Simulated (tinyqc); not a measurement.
## Internal photoemission over an interface barrier: threshold and yield against field

Electrons are excited from a metal over the barrier Phi(F) = P0 - sqrt(q F/(4 pi eps0 ei)), whose top lies at xm = sqrt(q/(16 pi eps0 ei F)). The yield is Y = A (hv - Phi)^p exp(-xm/l), with A = 1 here.

The yield is taken at hv = 2.23 eV.

Values chosen for this exercise; dielectric values close to those of silicon nitride: barrier at zero field P0 = 1.93 eV; image-force permittivity ei = 4.5; exponent of the yield p = 2; scattering length in the image well l = 2.8 nm.

Constants: q = 1.602176634e-19 C, eps0 = 8.8541878128e-14 F/cm where lengths are in cm. Results are converted to the units shown.

Threshold and yield against field:

| F (MV/cm) | sqrt(F) ((MV/cm)^0.5) | Phi (eV) | xm (nm) | Y |
|---|---|---|---|---|
| 0.1 | 0.3162 | 1.873 | 2.828 | 0.04630 |
| 0.19 | 0.4359 | 1.852 | 2.052 | 0.06865 |
| 0.35 | 0.5916 | 1.824 | 1.512 | 0.09598 |
| 0.64 | 0.8000 | 1.787 | 1.118 | 0.1317 |
| 1.2 | 1.095 | 1.734 | 0.8165 | 0.1838 |
| 2.1 | 1.449 | 1.671 | 0.6172 | 0.2509 |
| 3.9 | 1.975 | 1.577 | 0.4529 | 0.3630 |
| 7.2 | 2.683 | 1.450 | 0.3333 | 0.5401 |

Phi is linear in sqrt(F) with slope -0.179 eV and intercept P0 = 1.93 eV. The yield grows by a factor of 11.7, of which 2.44 comes from less scattering, as xm shrinks from 2.83 to 0.333 nm, and the rest from the lower barrier. For F = 7.2 xm is within about two atomic layers of the interface, where the classical image potential fails.

Program tinyqc, `OMP_NUM_THREADS=1 python tinyqc.py 2410052 2410053 out.jsonl`; Intel Xeon 2.30GHz, shared host, one thread, about 0.01 s.
